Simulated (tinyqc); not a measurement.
Changing the step factor eta: geometry relaxation of a small cluster. Computed by tinyqc, a small Python program. Command: `OMP_NUM_THREADS=1 python tinyqc.py 3030346 3030347 out.jsonl relax sweep`. One thread of a shared host (Intel(R) Xeon(R) Processor @ 2.30GHz), about 0.09 s of CPU time with the checks.

E = sum_i {sum_j A exp(-p (r_ij/r0 - 1)) - xi sqrt(rho_i)}, rho_i = sum_j exp(-2 q (r_ij/r0 - 1)); the force on i is -sum_j w_ij (R_i - R_j)/r_ij with w_ij = -(2p/r0) A exp(-p (r_ij/r0 - 1)) + (xi q/r0) exp(-2 q (r_ij/r0 - 1)) (rho_i^(-1/2) + rho_j^(-1/2)).

Inputs (values chosen for the exercise, for model atoms):
```
quantity,value,unit
length r0,2.67,angstrom
repulsion A,0.093,eV
hopping xi,1.09,eV
decay p,9.81,-
decay q,2.9,-
largest number of steps,500,-
```

Potential: Gupta. Method: steepest descent.

starting positions (angstrom):
```
,x,y,z
atom 1,-0.03,0.07,0.09
atom 2,2.36,0.14,0.12
atom 3,1.15,2.32,-0.26
atom 4,1.5,0.82,2.16
```

Method:
- Steepest descent: R(new) = R + eta F.
- No atom moves more than 0.3 angstrom a step (the whole step is scaled). Stop when the largest force component is below 1e-5 eV/angstrom.
- Hessian at the final positions by central differences of the forces; six eigenvalues vanish (translations and rotations). Steepest descent is stable for eta below 2/lambda_max and contracts the softest mode by 1 - eta lambda_min a step.

One run for each value:
```
step factor eta (angstrom^2/eV),steps,final energy (eV),largest stable eta (angstrom^2/eV)
0.0093,408,-7.1159,0.10565
0.0140,270,-7.1159,0.10565
0.0200,188,-7.1159,0.10565
0.0290,128,-7.1159,0.10565
0.0420,87,-7.1159,0.10565
0.0610,59,-7.1159,0.10565
0.0880,39,-7.1159,0.10565
```

Over the rows, steps falls from 408 to 39.0 (exponent d ln y / d ln x -1.0 between the first rows and -1.1 between the last). The final energy is the same in every row; the largest stable eta for plain steepest descent is 0.106. Well below that limit the count falls about as 1/eta; above it the steps overshoot and the run cannot settle, so such values give no row. Left out: 0.00640, 0.130 (the iteration did not converge within its cap).

Extremes, crossings and ranges named in words are read from the listed rows.
